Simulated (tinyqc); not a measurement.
# MOSFET in saturation, small-signal circuit and noise, step by step

Program tinyqc, `OMP_NUM_THREADS=1 python tinyqc.py 2150021 2150022 out.jsonl`; Intel Xeon 2.30GHz, shared host, one thread, about 0.01 s. Printed values are rounded.

Bias by the inversion coefficient IC = I/Ispec (charge-based model with velocity saturation; weak inversion below 0.1, strong above 10). Common-source circuit: gm, gds, Cgs, Cgd and Cj at the inner nodes, Rg in series with the gate; quasi-static, no source or drain resistance, no gate-body capacitance, no substrate network, no induced gate noise, so fmax is an upper estimate.

Values chosen for this exercise:
- T = 300 K (temperature)
- L = 65 nm (gate length)
- W = 10 um (total gate width)
- Cox = 1.29 uF/cm^2 (gate capacitance)
- mu = 150 cm^2/(V s) (mobility)
- n = 1.18 (slope factor)
- Ls = 15 nm (velocity-saturation length)
- sg = 0.034 (ratio gds/gm)
- Cov = 0.24 fF/um (overlap and fringe capacitance per side)
- Cj = 0.73 fF/um (drain junction capacitance)
- Rsh = 8 ohm (sheet resistance of the gate)
- Wf = 2 um (finger width)
- Rc = 50 ohm um (gate contact and vertical resistance)
- IC = 1.7 (inversion coefficient)
- gw = 0.1 (short-channel excess of the noise factor)
- Nt = 9.9e16 cm^-3 eV^-1 (oxide trap density)
- lt = 0.1 nm (tunnelling length into the oxide)
- ac = 10000 V s/C (Coulomb scattering coefficient)
- f = 5 GHz (signal frequency)

Constants: q = 1.602176634e-19 C, kB = 1.380649e-23 J/K, Vt = kB T/q. Results are converted to the units shown.

Range of the model: fmax exceeds 4 fT, where channel resistance and substrate losses, left out here, would cap it.

## Current, transconductance and gain

Ispec = 2 n mu Cox (W/L) Vt^2, lc = Ls/L, gms = [sqrt((lc IC + 1)^2 + 4 IC) - 1]/[2 + lc (lc IC + 1)], gm = gms Ispec/(n Vt), gds = sg gm.

Ispec = 46.9535 uA
I = 79.8209 uA
gms = 0.842673
gm = 1.29703 mS
gds = 0.0440991 mS
gm/I = 16.2493 1/V

gm/I is 49.6 % of its weak-inversion limit 1/(n Vt); without velocity saturation (lc = 0) gms would be 0.896.

## Capacitances, gate resistance and cut-off frequencies

qs = [sqrt(1 + 4 IC) - 1]/2, Cgs = Cox W L qs (2 qs + 3)/(3 (qs + 1)^2) + Cov W, Cgd = Cov W, Cd = Cj W, Rg = Rsh (Wf/L)/(12 Nf) + Rc/W with Nf = W/Wf fingers (not rounded) contacted at both ends. fT = gm/(2 pi (Cgs + Cgd)), fmax = fT/(2 sqrt(Rg (gds + 2 pi fT Cgd))).

Cgs = 5.73901 fF
Cgd = 2.4 fF
Cd = 7.3 fF
Rg = 9.10256 ohm
fT = 25.3629 GHz
fmax = 203.515 GHz

Overlap and fringe make up 59.0 % of the gate capacitance; fmax is 8.02 times fT.

## Admittance matrix

Inner admittances at w = 2 pi f: y11 = i w (Cgs + Cgd), y12 = -i w Cgd, y21 = gm - i w Cgd, y22 = gds + i w (Cgd + Cd). Invert to Z, add Rg to Z11 and invert back to Y.

inner y (mS):
```
,1,2
1,0.00000+0.25569i,0.00000-0.07540i
2,1.29703-0.07540i,0.04410+0.30473i
```

Y with Rg (mS):
```
,1,2
1,0.00060+0.25569i,-0.00018-0.07540i
2,1.29685-0.07842i,0.04415+0.30562i
```

## Current gain and unilateral power gain

|h21| = |Y21/Y11|; U = |Y21 - Y12|^2/(4 [Re Y11 Re Y22 - Re Y12 Re Y21]). Extrapolated at 20 dB a decade: f |h21| and f sqrt(U).

|h21| = 5.08115
U = 1656.73
f |h21| = 25.4057 GHz
f sqrt(U) = 203.515 GHz

f |h21| is 0.17 % above the formula for fT, and f sqrt(U) within 0.01 % of that for fmax.

## Noise at the gate

Channel noise Sid = 4 kB T gam n gm with gam = (1/2 + (2/3) qs)/(1 + qs) + gw lc IC, qs = [sqrt(1 + 4 IC) - 1]/2, lc = Ls/L (the last term an empirical rise with velocity saturation); at the gate, white noise Sw = Sid/gm^2 + 4 kB T Rg. Number fluctuation with correlated mobility: S(f) = K/f, K = q^2 Vt lt Nt/(W L Cox^2) (1 + ac mu Cox I/gm)^2, Vt in eV with Nt per eV. Corner fc = K/Sw. Full shot noise would be 2 q I.

gam = 0.618013
Sid = 1.56709e-23 A^2/Hz
Sid/(2 q I) = 0.612686
sqrt(Sw) = 3.07669 nV/Hz^0.5
K = 7.60644e-11 V^2
fc = 8.03551 MHz

The gate resistance gives 1.6 % of the white noise power.
